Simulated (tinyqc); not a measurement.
From results back to parameters: Slater-Koster d bands of a bcc metal. Three cases, with inputs chosen for the exercise.

Problem. In a bcc d band E(t2g) = +/-((8/3) dds + (16/9) ddp + (32/9) ddd) + f2 (4 ddp + 2 ddd) and E(eg) = +/-((16/3) ddp + (8/3) ddd) + f2 (3 dds + 3 ddd), with + at Gamma and - at H = (1,0,0). ddd is given; the four levels come from hidden dds, ddp and f2.

Case 1.

Values chosen (out of a larger set: of the size met in W; not measured data): ddd = -0.125 eV (dd delta).

levels (eV): t2g Gamma -1.58642, eg Gamma 1.69701, t2g H 4.62335, eg H -6.61766

Case 2.

Values chosen (out of a larger set: of the size met in W; not measured data): ddd = -0.199 eV (dd delta).

levels (eV): t2g Gamma -1.57226, eg Gamma 1.34264, t2g H 4.18063, eg H -5.79869

Case 3.

Values chosen (out of a larger set: of the size met in Ta; not measured data): ddd = -0.219 eV (dd delta).

levels (eV): t2g Gamma -2.22192, eg Gamma 0.78260, t2g H 4.58874, eg H -5.69740

Find: f2; dds, ddp.

Solution. Half differences between Gamma and H give the first-neighbour parts and half sums the second. The eg half difference gives ddp and the t2g one dds. Since 4 ddp + 2 ddd is 3/4 of (16/3) ddp + (8/3) ddd, f2 is 4/3 of the ratio of the t2g half sum to the eg half difference; the eg half sum then serves as a check. Without ddd these four levels would not fix the three integrals.

Case 1.

f2 = 0.487

dds, ddp (eV): -1.559  0.842

Case 2.

f2 = 0.487

dds, ddp (eV): -1.326  0.769

Case 3.

f2 = 0.487

dds, ddp (eV): -1.463  0.717

Computed by tinyqc, one run a case: `OMP_NUM_THREADS=1 python tinyqc.py N N+1 out.jsonl` with N = 1452498, 1452568, 1452572; one thread of a shared Intel(R) Xeon(R) Processor @ 2.30GHz, about 0.03 s a run at most.
